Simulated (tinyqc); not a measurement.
Boltzmann transport in a parabolic band with a power-law relaxation time: one step. Transport coefficients. Three cases, with inputs chosen for the exercise.

Problem. Form the ratios; u is the mean energy carried, in kT.

tau = tau0 x^r with x = E/kT. With K_j = Gamma(j + 1) F_j(eta): <tau> = tau0 (r + 3/2) K_(r+1/2)/((3/2) K_(1/2)); mu = <tau>/(mc m0/e), m0/e = 5.685630e-12 kg/C; Hall factor rH = (3/2) K_(1/2) (2r + 3/2) K_(2r+1/2)/((r + 3/2) K_(r+1/2))^2; Seebeck S = -(kB/e) [(r + 5/2) K_(r+3/2)/((r + 3/2) K_(r+1/2)) - eta]; Lorenz number L = (kB/e)^2 [(r + 7/2) K_(r+5/2)/((r + 3/2) K_(r+1/2)) - ((r + 5/2) K_(r+3/2)/((r + 3/2) K_(r+1/2)))^2]; kB/e in V/K. Valley anisotropy is left out of rH.

Constants: kB = 8.617333262e-05 eV/K.

Give: <tau>/tau0; rH; u; S; L.

Case 1.

Values chosen (out of a larger set: masses near those of SiC; tau0 is set for a mobility of the usual size at this n, kL is a free input; freeze-out and phonon drag, which matter near 77 K, are left out; not measured data): r = 1.5 (exponent of tau).

F_j and K_j:
```
j             F_j         K_j
0.500  0.02206555  0.01955508
2.000  0.02217690  0.04435379
3.000  0.02220754   0.1332452
4.000  0.02222290   0.5333496
3.500  0.02221653   0.2584167
```

eta = -3.805939

Solution.

<tau>/tau0 = 4.536
rH = 1.927
u = 4.006
S = -673.1 microvolt/K
L = 2.968 1e-8 W ohm/K^2

The non-degenerate limits are rH = 1.933, u = r + 5/2 = 4 and L = (r + 5/2)(kB/e)^2 = 2.970; the degenerate ones are rH = 1 and L = 2.443.

Case 2.

Values chosen (out of a larger set: masses near those of Ge; tau0 is set for a mobility of the usual size at this n, kL is a free input; freeze-out and phonon drag, which matter near 77 K, are left out; not measured data): r = -0.5 (exponent of tau).

F_j and K_j:
```
j               F_j          K_j
0.500   0.009409948  0.008339349
0.000   0.009397012  0.009397012
1.000   0.009419111  0.009419111
2.000   0.009430191   0.01886038
-0.500  0.009378754   0.01662341
```

eta = -4.662661

Solution.

<tau>/tau0 = 0.751
rH = 1.177
u = 2.005
S = -574.5 microvolt/K
L = 1.487 1e-8 W ohm/K^2

The non-degenerate limits are rH = 1.178, u = r + 5/2 = 2 and L = (r + 5/2)(kB/e)^2 = 1.485; the degenerate ones are rH = 1 and L = 2.443.

Case 3.

Values chosen (out of a larger set: masses near those of Si; tau0 is set for a mobility of the usual size at this n, kL is a free input; freeze-out and phonon drag, which matter near 77 K, are left out; not measured data): r = 0 (exponent of tau).

F_j and K_j:
```
j             F_j         K_j
0.500  0.09971676  0.08837167
1.500   0.1014713   0.1348898
2.500   0.1023696   0.3402103
```

eta = -2.270215

Solution.

<tau>/tau0 = 1.000
rH = 1.000
u = 2.544
S = -414.9 microvolt/K
L = 1.865 1e-8 W ohm/K^2

The non-degenerate limits are rH = 1.000, u = r + 5/2 = 2.5 and L = (r + 5/2)(kB/e)^2 = 1.856; the degenerate ones are rH = 1 and L = 2.443.

Computed by tinyqc, one run a case: `OMP_NUM_THREADS=1 python tinyqc.py N N+1 out.jsonl` with N = 1682301, 1682430, 1682470; one thread of a shared Intel(R) Xeon(R) Processor @ 2.30GHz, about 0.01 s a run at most.
